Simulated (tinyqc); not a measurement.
Chemical vapour deposition: Grove model, boundary layer, depletion and step coverage: one step, computed by the program tinyqc.

A precursor diffuses to the surface and reacts there at first order; each molecule that reacts adds one formula unit of film.

Task: Gas-phase and surface constants. k_s = k0 exp(-E/(k_B T)); C_g = Y p/(k_B T), 1 torr = 133.322 Pa; D = D0 (T/273.15)^1.75 (760/p). Temperatures in kelvin are T(C) + 273.15. Mean speed c = sqrt(8 k_B T/(pi M)); reactive sticking probability beta = 4 k_s/c.

Inputs (values chosen for the exercise, close to those used for epitaxial silicon from a chlorosilane):

| quantity | value | unit |
|---|---|---|
| prefactor k0 of k_s | 3.6e+06 | cm/s |
| activation energy E | 1.88 | eV |
| temperature T | 1080 | C |
| total pressure p | 760 | torr |
| mole fraction of the precursor Y | 0.015 | - |
| gas diffusivity D0 at 273.15 K and 760 torr | 0.32 | cm^2/s |
| precursor mass M | 135.5 | u |

Reactor: horizontal, atmospheric.

Constants: k_B = 1.380649e-23 J/K; u = 1.6605390666e-27 kg; k_B = 8.617333262e-05 eV/K.

Give: surface rate constant k_s; precursor density C_g; gas diffusivity D; mean speed c; sticking probability beta.

Result:

surface rate constant k_s = 0.3583 cm/s

precursor density C_g = 8.135e+16 1/cm^3

gas diffusivity D = 5.264 cm^2/s

mean speed c = 45982 cm/s

sticking probability beta = 3.117e-05
